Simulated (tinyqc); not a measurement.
n-type polysilicon, carrier trapping at grain boundaries: one step of the calculation.

One-dimensional grains of size Lg, uniform ionised doping N, monovalent traps Qt at each boundary at a depth Et below (for electrons) or above (for holes) the band edge there, abrupt depletion of width W on each side of a boundary, Boltzmann statistics. xi is the distance from the band edge at the grain centre to the Fermi level. Trapped charge Qt/(1 + exp((xi + VB - Et)/Vt)) = 2 N W, barrier VB = q N W^2/(2 eps0 eps_r).

Question. Depletion width, Fermi level and barrier. If the trap equation with xi = Vt ln(NB/N) has a root W < Lg/2, the grain is partly depleted; otherwise W = Lg/2 and the trap equation gives xi = Et - VB + Vt ln(Qt/(N Lg) - 1). N* = Qt/Lg.

Parameters, values chosen for the exercise; values of the order met in polycrystalline silicon:
```
symbol,value,unit,meaning
T,300,K,temperature
eps_r,11.7,,relative permittivity
NB,2.8e19,cm^-3,conduction-band density of states at T
Lg,36,nm,grain size
Qt,9.5e11,cm^-2,trap density of a grain boundary
Et,0.46,eV,depth of the trap level from the majority band edge at the boundary
N,1.9e18,cm^-3,doping
```

Constants: q = 1.602176634e-19 C, kB = 1.380649e-23 J/K, Vt = kB T/q, eps0 = 8.8541878128e-14 F/cm where lengths are in cm. Results are converted to the units shown.

Give: N*; W; xi; VB; share of traps filled.

Answer.

N* = 2.6389e17 cm^-3
W = 2.5000 nm
xi = 0.069551 V
VB = 0.0091829 V
share of traps filled = 1.0000

N is 7.20 N*, and the grain is partly depleted; VB = 0.355 Vt.

Program tinyqc, `OMP_NUM_THREADS=1 python tinyqc.py 2830216 2830217 out.jsonl`; Intel Xeon 2.30GHz, shared host, one thread, about 0.01 s.
